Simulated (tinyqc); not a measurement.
Gain for each load and current direction: deformation-potential model of the Delta valleys of a conduction band.

Valleys with axes along x, y and z, each a pair at +k and -k. Herring-Vogt shift of a valley with unit axis a: dE = Xd tr(e) + Xu a.e.a. Non-degenerate shares n_i = exp(-dE_i/kT)/sum_j exp(-dE_j/kT). Inverse mass tensor of a valley: (1 - a a)/mt + a a/ml; the masses are taken as independent of strain.

s11 = (C11 + C12)/((C11 - C12)(C11 + 2 C12)), s12 = -C12/((C11 - C12)(C11 + 2 C12)), s44 = 1/C44; exx = s11 sxx + s12 (syy + szz) and cyclic, exy = s44 sxy/2; tension is positive. A uniaxial stress X along the unit vector n is s_ij = X n_i n_j. Biaxial (001) means sxx = syy = X.

Constants: kB = 8.617333262e-05 eV/K.

Inputs chosen for the exercise (near those of Si; the results hold for these values, not for the real material):

| symbol | value | unit | meaning |
|---|---|---|---|
| ml | 0.9 | m0 | longitudinal mass |
| mt | 0.183 | m0 | transverse mass |
| Xd | 1.07 | eV | dilation potential |
| Xu | 8.93 | eV | uniaxial potential |
| C11 | 162.8 | GPa |  |
| C12 | 64 | GPa |  |
| C44 | 78.4 | GPa |  |
| X1 | 0.6 | GPa | size of the stress |
| T | 300 | K | temperature |

Each load has the size X1. Gain m_c(0)/m_c - 1 in per cent from repopulation alone, m_c = 1/(u.M.u), M = sum_i n_i (inverse mass tensor); biaxial means sxx = syy.

Gain (%); + is tension, - compression:

| load | [100] | [010] | [001] | [110] | [1-10] | [111] |
|---|---|---|---|---|---|---|
| uniaxial [110] (+) | 13.8 | 13.8 | -27.6 | 13.8 | 13.8 | 0.0 |
| uniaxial [110] (-) | -10.0 | -10.0 | 20.0 | -10.0 | -10.0 | 0.0 |
| uniaxial [100] (+) | 29.9 | -14.9 | -14.9 | 7.5 | 7.5 | 0.0 |
| uniaxial [100] (-) | -50.9 | 25.5 | 25.5 | -12.7 | -12.7 | 0.0 |
| uniaxial [111] (+) | 0.0 | 0.0 | 0.0 | 0.0 | 0.0 | 0.0 |
| uniaxial [111] (-) | 0.0 | 0.0 | 0.0 | 0.0 | 0.0 | 0.0 |
| biaxial (001) (+) | 25.5 | 25.5 | -50.9 | 25.5 | 25.5 | 0.0 |
| biaxial (001) (-) | -14.9 | -14.9 | 29.9 | -14.9 | -14.9 | 0.0 |

What does the comparison show, and why?

The largest gain is +29.9 %, for uniaxial [100] (+) with the current along [100] and biaxial (001) (-) with the current along [001]; for a [110] channel it is +25.5 %, under biaxial (001) (+). No gain or loss appears under uniaxial [111]: the valleys stay equivalent (in real silicon shear also changes the masses, which this model leaves out).

Computed by tinyqc, a small Python program: `OMP_NUM_THREADS=1 python tinyqc.py 1081336 1081337 out.jsonl` (the numbers bound the seed that draws the inputs); one thread of a shared host (Intel(R) Xeon(R) Processor @ 2.30GHz), about 0.03 s for the whole set of steps.
